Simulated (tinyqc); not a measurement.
Worked calculation: RHF in the 3-21g basis, for He, spin multiplicity 1. One step of it, computed by the program tinyqc.

Question. Iteration 3: building the Fock matrix. J_ij = sum D_kl (ij|kl), K_ij = sum D_kl (ik|jl); F = H + J - 0.5 K; E = tr D H + tr D J / 2 - 0.25 tr D K + E_nn.

D after iteration 2:
```
          1He 1s    1He 2s
1He 1s  0.415078  0.600822
1He 2s  0.600822  0.869684
```

core Hamiltonian H = T + V (hartree):
```
           1He 1s     1He 2s
1He 1s  -1.573565  -1.656343
1He 2s  -1.656343  -1.400640
```

Two-electron integrals (ij|kl) in chemists' order, unique and non-zero (hartree):
```
(11|11) 1.803255   (21|11) 0.876507   (21|21) 0.452077   (22|11) 0.917008
(22|21) 0.514678   (22|22) 0.698314
```

nuclear repulsion = 0 hartree

Give: Coulomb J; exchange K; Fock matrix F; total energy of this density.

Answer.

Coulomb J (hartree):
```
        1He 1s  1He 2s
1He 1s   2.599   1.355
1He 2s   1.355   1.606
```

exchange K (hartree):
```
        1He 1s  1He 2s
1He 1s   2.195   1.634
1He 2s   1.634   1.413
```

Fock matrix F (hartree):
```
        1He 1s  1He 2s
1He 1s  -0.072  -1.119
1He 2s  -1.119  -0.501
```

total energy of this density = -2.83566 hartree
